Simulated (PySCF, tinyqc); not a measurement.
Worked calculation: MP2 on RHF in the sto-3g basis, frozen core, for Li-, spin multiplicity 1. The basis has no diffuse functions, so it cannot describe the extra electron: this is an exercise in the method, not the real anion. The lowest restricted solution is unstable here: a spin-polarised one lies 0.0041 hartree lower (PySCF). One step of it, computed by the program tinyqc.

Task: Second-order Moller-Plesset energy. E2 = sum_ijab (ia|jb) [2 (ia|jb) - (ib|ja)] / (e_i + e_j - e_a - e_b) over occupied i, j and virtual a, b; the opposite-spin part is (ia|jb)^2 / denominator, the rest is same-spin, and SCS-MP2 scales them by 6/5 and 1/3.

orbital energies (hartree): [-1.968602, 0.102253, 0.415796, 0.415796, 0.415796]

Two-electron integrals over orbitals (pq|rs), unique and non-zero (hartree); the lowest 1 orbital is frozen and left out:
```
(22|22) 0.282425   (32|32) 0.060790   (33|22) 0.285670   (33|33) 0.312946
(42|42) 0.060790   (43|43) 0.016869   (44|22) 0.285670   (44|33) 0.279207
(44|44) 0.312946   (52|52) 0.060790   (53|53) 0.016869   (54|54) 0.016869
(55|22) 0.285670   (55|33) 0.279207   (55|44) 0.279207   (55|55) 0.312946
```

Hartree-Fock energy = -7.21327332 hartree

Give: Terms; Pair energies; MP2 correlation energy; SCS-MP2 correlation energy; MP2 total energy.

Result:

Terms:
```
i  j  a  b  (ia|jb)  (ib|ja)  denominator    term
2  2  4  4    0.061    0.061       -0.627  -0.006
2  2  5  5    0.061    0.061       -0.627  -0.006
2  2  3  3    0.061    0.061       -0.627  -0.006
```

Pair energies (hartree; pair i-j sums ij and ji):
```
pair  opposite spin  same spin
2-2          -0.018      0.000
```

MP2 correlation energy = -0.01768 hartree

SCS-MP2 correlation energy = -0.02121 hartree

MP2 total energy = -7.23095 hartree
